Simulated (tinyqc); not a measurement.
Four-point probe, van der Pauw, Hall and spreading-resistance readings of a semiconductor layer: one step, computed by the program tinyqc.

The layer is uniform and ohmic; contacts are points unless a radius is given.

Question. Spreading resistance. Flat disc contact with the current density of a half-space: R = (rho/(4 a)) c, c = (4/pi) int_0^infinity K(x t/a) sin(x) J1(x)/x^2 dx for a conducting backing, K = tanh, with the voltage averaged over the disc; c tends to 1 for t >> a.

Inputs (values chosen for the exercise, modelled on n-type silicon): layer thickness t = 1900 micrometre; radius a of the spreading-resistance contact = 17 micrometre.

Backing of the layer: conducting.

resistivity rho = 0.2152245 ohm cm

Give: rho/(4 a); factor c; spreading resistance; column estimate rho t/(pi a^2).

Answer.

rho/(4 a) = 31.65 ohm

factor c = 0.9961

spreading resistance = 31.53 ohm

column estimate rho t/(pi a^2) = 4504 ohm
